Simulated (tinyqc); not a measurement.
Grain-boundary trapping model (Seto) of a polycrystalline semiconductor film: one step, computed by the program tinyqc.

Grains of equal size L are joined by thin boundaries with one trap level. Trapped carriers deplete a width W on each side and raise a barrier, crossed by thermionic emission. Dopants are fully ionised, statistics are non-degenerate and mu_g does not depend on T.

Task: Activation energy. N_c(T) = N_c (T/300 K)^(3/2). Filled traps Q = Q_t/(1 + (1/2) exp((E_t* - E_F)/k_B T)), where E_t* = e V_B - E_t and E_F are counted from the band edge at the grain centre. Partial depletion: Q = 2 N W, V_B = e N W^2/(2 eps eps_0), E_F = k_B T ln(N/N_c); solve for W. If that W would exceed L/2 the grain is fully depleted: W = L/2, Q = N L, and E_F follows from the trap equation. Centre density n_0 = N_c exp(E_F/k_B T). Boundary: sigma_b = L e^2 n_0 exp(-e V_B/k_B T)/sqrt(2 pi m k_B T); rho = 1/sigma_b. Mean carrier density n_av = n_0 [(1 - 2W/L) + (2W/L) (sqrt(pi)/2) erf(y)/y], y = sqrt(e V_B/k_B T); effective mobility 1/(e n_av rho). E_a = d ln(rho)/d(1/k_B T) from T - 5 K and T + 5 K; temperature coefficient d ln(rho)/dT.

Inputs (values chosen for the exercise, modelled on polycrystalline silicon):

| quantity | value | unit |
|---|---|---|
| permittivity eps | 11.7 | - |
| effective mass m | 0.42 | m_0 |
| effective density of states at 300 K, N_c | 1.9e+19 | 1/cm^3 |
| grain size L | 150 | nm |
| trap density Q_t | 1.1e+12 | 1/cm^2 |
| trap level E_t below the band edge | 0.54 | eV |
| doping N | 1.3e+16 | 1/cm^3 |
| temperature T | 350 | K |

Grain interior: neglected.

Constants: k_B = 8.617333262e-05 eV/K; e = 1.602176634e-19 C; eps_0 = 8.8541878128e-12 F/m; m_0 = 9.1093837015e-31 kg; k_B = 1.380649e-23 J/K.

Give: activation energy E_a; temperature coefficient.

Result:

activation energy E_a = 0.5702 eV

temperature coefficient = -5.402 %/K
